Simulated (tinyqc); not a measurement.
Free and trapped electrons in a MOS channel with a dense trap tail: two steps of the calculation.

p-type body, charge-sheet picture, full ionisation (an idealisation for deep acceptors), Boltzmann statistics for free electrons. e = Ec - EF at the surface. Acceptor-like traps of density D(E) = D0 + De exp(-E/Ew) at depth E below Ec, from 0 to Eu, hold n_t = integral of D(E)/(1 + exp((e - E)/Vt)). psi = Eg - Vt ln(Nv/Na) - e; N_dep = sqrt(2 eps0 eps_r Na (psi - Vt)/q); n_f = sqrt(N_dep^2 + 2 eps0 eps_r Vt Nc exp(-e/Vt)/q) - N_dep; Vg = Vfb + psi + q (N_dep + n_t + n_f)/Cox, Cox = eps0 eox/tox.

Inputs (values chosen for the exercise); band and dielectric values close to those of gallium nitride: temperature T = 300 K; band gap Eg = 3.38 eV; relative permittivity eps_r = 9.38; conduction-band density of states at T Nc = 2.31e18 cm^-3; valence-band density of states at T Nv = 4.54e19 cm^-3; relative permittivity of the insulator eox = 3.9; insulator thickness tox = 78 nm; acceptor density Na = 2.1e16 cm^-3; flat-band voltage without trapped charge Vfb = -2.84 V; constant background density of acceptor-like traps D0 = 2.2e10 cm^-2 eV^-1; density of the tail at the conduction edge De = 5.5e12 cm^-2 eV^-1; decay energy of the tail Ew = 0.07 eV; depth below Ec down to which the traps reach Eu = 0.94 eV; mobility of free electrons mf = 85 cm^2/(V s); Ec - EF at the surface e = 0.055 eV.

Constants: q = 1.602176634e-19 C, kB = 1.380649e-23 J/K, Vt = kB T/q, eps0 = 8.8541878128e-14 F/cm where lengths are in cm. Results are converted to the units shown.

Question 1. Trapped charge. Trapezoid rule on 15 equal steps from 0 to Eu, f = 1/(1 + exp((e - E)/Vt)).

Give: E; D(E) f; n_t.

Answer 1.

```
point   E (eV)  D(E) f (cm^-2 eV^-1)
0            0              5.878e11
1      0.06267              1.301e12
2       0.1253              8.818e11
3       0.1880              3.946e11
4       0.2507              1.751e11
5       0.3133              8.457e10
6       0.3760              4.756e10
7       0.4387              3.244e10
8       0.5013              2.627e10
9       0.5640              2.374e10
10      0.6267              2.271e10
11      0.6893              2.229e10
12      0.7520              2.212e10
13      0.8147              2.205e10
14      0.8773              2.202e10
15      0.9400              2.201e10
```

n_t = 2.120e11 cm^-2

Question 2. Charges and gate voltage. psi, N_dep, n_f and Vg as defined, with the n_t given; free share n_f/(n_f + n_t); apparent mobility mf n_f/(n_f + n_t); gate voltage spent on traps q n_t/Cox.

n_t = 2.1203891e11 cm^-2

Give: psi; N_dep; n_f; Vg; free share; apparent mobility; gate voltage spent on traps.

Answer 2.

psi = 3.1265 V
N_dep = 8.2162e11 cm^-2
n_f = 4.3723e10 cm^-2
Vg = 4.1856 V
free share = 17.095 %
apparent mobility = 14.531 cm^2/(V s)
gate voltage spent on traps = 0.76737 V

tinyqc, about 0.02 s, one thread, Intel Xeon 2.30GHz (shared host): `OMP_NUM_THREADS=1 python tinyqc.py 2222055 2222056 out.jsonl`
